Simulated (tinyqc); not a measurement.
# Worked calculation: square on-chip spiral inductor, lumped pi model

tinyqc, about 0.01 s, one thread, Intel Xeon 2.30GHz (shared host): `OMP_NUM_THREADS=1 python tinyqc.py 2302162 2302163 out.jsonl` Printed values are rounded.

Outer diameter do = di + 2 n wd + 2 (n - 1) sp, mean da = (do + di)/2, fill p = (do - di)/(do + di), length l = 4 n da. L = 2.34 mu0 n^2 da/(1 + 2.75 p), mu0 = 4 pi 1e-7 H/m. Rs = rho l/(wd delta (1 - exp(-th/delta))), delta = sqrt(rho/(pi f mu0)). Cs = n wd^2 eps0 eo/hu across the coil. At each end Cox = l wd eps0 eo/(2 ho) leads to the substrate branch Rsi = 2 rs he/(l wd) in parallel with Csi = l wd eps0 11.7/(2 he). With one end grounded Y = 1/(Rs + i w L) + i w Cs + 1/[1/(i w Cox) + 1/(1/Rsi + i w Csi)], w = 2 pi f; Q = -Im Y/Re Y. Eddy currents in neighbouring turns and in the substrate are left out.

Inputs (values chosen for the exercise); values of the order met in silicon radio-frequency processes:
```
symbol,value,unit,meaning
n,1.5,,number of turns
wd,20,um,line width
sp,1.5,um,space between turns
di,100,um,inner diameter
th,2,um,metal thickness
rho,3,uohm cm,metal resistivity
ho,7,um,oxide below the coil
hu,0.6,um,oxide between coil and underpass
eo,3.9,,relative permittivity of the oxide
rs,100,ohm cm,substrate resistivity
he,30,um,effective spreading depth in the substrate
f,3.3,GHz,frequency
```

Constants: eps0 = 8.8541878128e-12 F/m. Results are converted to the units shown.

## Geometry and model elements

do, l, L, delta, Rs, Cs, Cox, Rsi and Csi as defined.

do = 161.5 um
l = 784.5 um
L = 0.525318 nH
delta = 1.51748 um
Rs = 1.05891 ohm
Cs = 34.5313 fF
Cox = 38.6998 fF
Rsi = 3824.09 ohm
Csi = 27.0898 fF

Rs is 1.80 times the direct-current value in this empirical form, which overstates the skin effect of a flat slab when delta is near th and so stands in for some current crowding.

## Admittance, quality factor and apparent inductance

Series branch 1/(Rs + i w L), substrate branch, total Y, Q = -Im Y/Re Y, apparent inductance Im(1/Y)/w, metal-only value w L/Rs, share of the loss in the substrate Re(substrate branch)/Re Y.

series branch = 8.8418-90.9491i mS
substrate branch = 0.087277+0.347139i mS
Y = 8.9291-89.8860i mS
Q = 10.0667
apparent inductance = 0.531312 nH
w L/Rs = 10.2863
share of the loss in the substrate = 0.977449 %

Q is 97.9 % of the metal-only value.
